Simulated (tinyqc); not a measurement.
Image-sensor pixel with a pinned photodiode, signal and noise: Signal-to-noise ratio against light level.

A buried n layer between a heavily doped p+ surface layer and a p layer is emptied into a floating diffusion, read through a source follower with correlated double sampling (reset noise cancelled). One-dimensional abrupt junctions; no blooming, lag or crosstalk.

conversion gain CG = q As/Cf; read noise in electrons vn/CG. QE = (1 - Rf)[exp(-al x1) - exp(-al x2)]. ni = sqrt(Nc Nv) exp(-Eg/(2 Vt)), Eg in volts; dark rates ni Wd A/tg (generation) and Jd ni^2 A (diffusion). Signal S = QE Ph; variance = S + dark rate x ti + (vn/CG)^2 + (pr S)^2; SNR = 20 log10(S/noise). The slope is d ln(S/noise)/d ln S.

Inputs (values chosen for the exercise); material values close to those of silicon: temperature T = 300 K; band gap Eg = 1.13 eV; conduction-band density of states at T Nc = 2.86e19 cm^-3; valence-band density of states at T Nv = 2.69e19 cm^-3; photodiode area A = 2.9 um^2; floating-diffusion capacitance Cf = 0.59 fF; source-follower gain As = 0.89; read noise at the output vn = 240 uV; absorption coefficient (light near 940 nm) al = 0.018 1/um; optical loss before the silicon Rf = 0.1; dead layer x1 = 0.11 um; depth of collection x2 = 2.5 um; generation lifetime tg = 0.0045 s; depleted depth Wd = 0.7 um; diffusion dark flux per ni^2 Jd = 8.1e6 x 1e-20 cm^4/s; gain non-uniformity pr = 1 %; exposure ti = 1 ms.

Constants: q = 1.602176634e-19 C, kB = 1.380649e-23 J/K, Vt = kB T/q. Results are converted to the units shown.

Signal-to-noise ratio against light level:
```
Ph	S (electrons)	noise (electrons)	SNR (dB)	slope
26	0.9834	1.405	-3.099	0.7508
71	2.685	1.917	2.926	0.6346
190	7.186	2.860	8.002	0.5602
520	19.67	4.549	12.72	0.5230
1400	52.95	7.364	17.14	0.5065
3800	143.7	12.12	21.48	0.4963
10000	378.2	19.84	25.61	0.4831
27000	1021	33.56	29.66	0.4542
74000	2799	59.86	33.40	0.3908
```

The SNR rises from -3.10 to 33.4 dB, and the slope falls from 0.751 to 0.391: 1 where read and dark noise rule, 1/2 for photon shot noise, 0 at the ceiling 1/pr = 40.0 dB. Shot noise equals the noise floor at S = 0.990 electrons and the non-uniformity at S = 10000.

Computed by the program tinyqc: `OMP_NUM_THREADS=1 python tinyqc.py 2630032 2630033 out.jsonl`, one thread of a shared Intel Xeon 2.30GHz, about 0.01 s for the whole run.
